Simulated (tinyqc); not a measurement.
From results back to parameters: Slater-Koster d bands of an fcc metal. Three cases, with inputs chosen for the exercise.

Problem. In an fcc d band with nearest neighbours E(t2g, Gamma) = 3 dds + 4 ddp + 5 ddd, E(eg, Gamma) = 1.5 dds + 6 ddp + 4.5 ddd, and at X = (1,0,0) the yz state has 3 dds - 4 ddp - 3 ddd. The three levels come from hidden integrals.

Case 1.

levels (eV): t2g Gamma -0.8760, eg Gamma 2.0400, yz at X -5.3880

Case 2.

levels (eV): t2g Gamma -0.5280, eg Gamma 0.6840, yz at X -2.3120

Case 3.

levels (eV): t2g Gamma -0.7850, eg Gamma 0.6375, yz at X -2.6650

Find: dds, ddp, ddd.

Solution. Three linear equations: the first less the third is 8 (ddp + ddd); twice the second less the first is 8 ddp + 4 ddd; their difference gives ddd.

Case 1.

dds, ddp, ddd (eV): -1.007  0.675  -0.111

Case 2.

dds, ddp, ddd (eV): -0.464  0.251  -0.028

Case 3.

dds, ddp, ddd (eV): -0.560  0.280  -0.045

Computed by tinyqc, one run a case: `OMP_NUM_THREADS=1 python tinyqc.py N N+1 out.jsonl` with N = 1482189, 1482225, 1482231; one thread of a shared Intel(R) Xeon(R) Processor @ 2.30GHz, about 0.06 s a run at most.
